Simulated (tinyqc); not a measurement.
Comparisons within one model: Slater-Koster d bands of a bcc metal. A value that a table varies takes the place of the one given here.

Slater-Koster d bands. For a bond with direction cosines (l, m, n) the 5 x 5 block is dds Ps + ddp Pp + ddd (1 - Ps - Pp), the projectors on sigma, pi and delta states about the bond; for instance <xy|xy> = 3 l^2 m^2 dds + (l^2 + m^2 - 4 l^2 m^2) ddp + (n^2 + l^2 m^2) ddd, <xy|yz> = 3 l m^2 n dds + l n (1 - 4 m^2) ddp + l n (m^2 - 1) ddd and <3z2-r2|3z2-r2> = (n^2 - (l^2 + m^2)/2)^2 dds + 3 n^2 (l^2 + m^2) ddp + (3/4)(l^2 + m^2)^2 ddd. H(k) sums the blocks times cos(k.R) over the neighbours; the d level is the zero of energy; k in 2 pi/a.

Neighbours: eight at (a/2)(1,1,1) and equivalents, and six at a(1,0,0) and equivalents with the integrals times f2.

Mesh: k = f1 b1 + f2 b2 + f3 b3 with fractions (j + 1/2)/N, j = 0 to N - 1, and b = (-1,1,1), (1,-1,1), (1,1,-1) for fcc, (0,1,1), (1,0,1), (1,1,0) for bcc, unit vectors for simple cubic. The lowest Nd/10 of all levels are filled with two electrons each; the bond energy is their sum per atom.

Parameters, chosen for this exercise (of the size met in Mo; shifted at random, so the results belong to these values and not to a real crystal): dds = -1.181 eV (dd sigma); ddp = 0.732 eV (dd pi); ddd = -0.13 eV (dd delta); f2 = 0.48 (factor on all three integrals for second neighbours); N = 8 (mesh).

## Band filling: full bands against the rectangular model

W = sqrt(12 mu2) with mu2 the mean square level on the mesh; rectangular model: Fermi level W (Nd/10 - 1/2), bond energy -W Nd (10 - Nd)/20. The Fermi level of the mesh is the highest filled level.

Per atom (eV):

| Nd | EF, bands | bond energy, bands | EF, rectangle | bond energy, rectangle |
|---|---|---|---|---|
| 1 | -2.962 | -3.374 | -3.001 | -3.376 |
| 2 | -2.443 | -6.061 | -2.251 | -6.003 |
| 3 | -1.809 | -8.245 | -1.501 | -7.878 |
| 4 | -0.616 | -9.618 | -0.750 | -9.004 |
| 5 | 0.776 | -9.555 | 0.000 | -9.379 |
| 6 | 1.311 | -8.470 | 0.750 | -9.004 |
| 7 | 1.622 | -7.023 | 1.501 | -7.878 |
| 8 | 1.815 | -5.326 | 2.251 | -6.003 |
| 9 | 2.710 | -3.178 | 3.001 | -3.376 |

W = 7.503 eV
full width on the mesh = 8.647 eV

The bond energy is deepest at Nd = 4 (-9.618 eV); the rectangle has its minimum at 5. The two differ most at Nd = 7, by 0.855 eV or 9 % of the deepest value: the second moment fixes the parabola, and higher moments the rest. At Nd = 3 and 7 the bands give -8.245 and -7.023 eV, a skew towards less than half filling.

## Which lattice a d-band metal prefers

fcc has twelve neighbours, bcc eight and six (the six times f2), simple cubic six. The integrals of bcc and sc are scaled so that all three have the second moment of fcc, which stands for equal repulsion (structural energy difference theorem). s and p electrons are left out.

Bond energy per atom:

| Nd | fcc (eV) | bcc - fcc (meV) | sc - fcc (meV) |
|---|---|---|---|
| 1 | -4.099 | 284 | 18 |
| 2 | -7.001 | 146 | 61 |
| 3 | -9.150 | -174 | 353 |
| 4 | -10.443 | -435 | 598 |
| 5 | -10.707 | -99 | 651 |
| 6 | -10.012 | 433 | 167 |
| 7 | -8.487 | 545 | -311 |
| 8 | -6.267 | 243 | -673 |
| 9 | -3.392 | -202 | -689 |

scale factors: bcc 1.1309, sc 1.4142

mu3/mu2^1.5: fcc -0.227, bcc -0.214, sc 0.000

mu4/mu2^2: fcc 1.846, bcc 1.704, sc 2.209

largest change of a difference when N is raised to 14 = 62 meV

fcc is lowest for Nd = 1, 2 and 6. bcc is lowest for Nd = 3, 4 and 5. sc is lowest for Nd = 7, 8 and 9. bcc gains most on fcc at Nd = 4 (-435 meV). A small fourth moment marks a two-peaked band, which tends to favour fillings near one half; bcc has -8 % against fcc, and at Nd = 5 it lies -99 meV from fcc (differences of a few tens of meV are within the error of the mesh; hcp is left out, and this d-only model can miss the lattice of the real metal). The third moments, from three-membered rings, skew the bands. That simple cubic wins anywhere comes from keeping d bands and equal second moments alone; no transition metal takes it. Differences below about 62 meV are within the error of this mesh, and the s and p electrons left out weigh most where the d band is nearly empty or full.

## What each integral does

Levels at Gamma, E(t2g) = (8/3) dds + (16/9) ddp + (32/9) ddd + f2 (4 ddp + 2 ddd), E(eg) = (16/3) ddp + (8/3) ddd + f2 (3 dds + 3 ddd), and W = sqrt(12 mu2), the width of a rectangular band with the same second moment mu2 = z (dds^2 + 2 ddp^2 + 2 ddd^2)/5, z = 8 + 6 f2^2. Each row changes one parameter from the base and keeps the others.

Results:

| case | t2g (eV) | eg (eV) | W (eV) |
|---|---|---|---|
| base | -1.0296 | 1.6695 | 7.5033 |
| dds = -1.0038 eV | -0.5570 | 1.9247 | 6.8979 |
| ddp = 0.6222 eV | -1.4356 | 1.0839 | 7.0429 |
| ddd = -0.1105 eV | -0.9415 | 1.7496 | 7.4892 |
| f2 = 0.552 | -0.8375 | 1.3863 | 7.6795 |

The largest shifts from the base row, up to three for each result and ties (the steps differ in size, so this ranks the rows, not the parameters). t2g (eV): dds +0.4725, ddp -0.4060, f2 +0.1921. eg (eV): ddp -0.5856, f2 -0.2832, dds +0.2552. W (eV): dds -0.6053, ddp -0.4604, f2 +0.1762. The ratio of the shifts of t2g and eg names the integral: it is the ratio of the coefficients in the two formulas.

Program tinyqc; command `OMP_NUM_THREADS=1 python tinyqc.py 1451408 1451409 out.jsonl`; about 0.02 s on one thread of a shared Intel(R) Xeon(R) Processor @ 2.30GHz.
